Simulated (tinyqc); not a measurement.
## Minority carriers and saturation current of a heavily doped emitter: effect of temperature on the narrowing factor

n-type, parabolic bands, full ionisation. eta = (EF - Ec)/kB T solves N = Nc F12(eta), F12(x) = (2/sqrt(pi)) int_0^infinity sqrt(u)/(1 + exp(u - x)) du. The gap shrinks rigidly by dEg = E1 [ln(N/N0) + sqrt(ln^2(N/N0) + 0.5)], an empirical law that is here taken as the true narrowing.

Nc is given at 300 K and scales as T^1.5; dEg is held. The factor nie^2/ni^2 = exp(dEg/kB T) g, g = F12(eta) exp(-eta), divides the current gain of a transistor with this emitter.

Values chosen for this exercise; band and dielectric values close to those of silicon: conduction-band density of states at 300 K Nc = 2.77e19 cm^-3; ionised donor density N = 6.6e19 cm^-3; energy of the narrowing law E1 = 9 meV; density of the narrowing law N0 = 1.5e17 cm^-3.

Constants: q = 1.602176634e-19 C, kB = 1.380649e-23 J/K, Vt = kB T/q. Results are converted to the units shown.

Results:
```
T (K)	eta	g	nie^2/ni^2	its logarithm
150	4.103	0.1113	549.6	6.309
200	2.940	0.2314	136.3	4.915
250	2.205	0.3454	56.81	4.040
300	1.684	0.4421	31.07	3.436
350	1.289	0.5211	19.95	2.993
450	0.7106	0.6373	10.85	2.384
```

Estimate the missing row, T = 400 K.

Computed row:
```
T (K)	eta	g	nie^2/ni^2	its logarithm
400	0.9725	0.5852	14.20	2.653
```

With this row back in the table: The factor falls from 550 to 10.9. Its slope against q/kB T is 72.1 meV between the first two rows and 83.5 meV between the last two, against dEg = 110 meV: degeneracy takes back part of the narrowing. The factor grows on cooling, so the current gain of such a transistor falls.

Range of the model: Band tails, non-parabolic bands and incomplete ionisation are left out.

Numbers from tinyqc (`OMP_NUM_THREADS=1 python tinyqc.py 2330060 2330061 out.jsonl`; about 0.01 s on one thread of a shared Intel Xeon 2.30GHz).
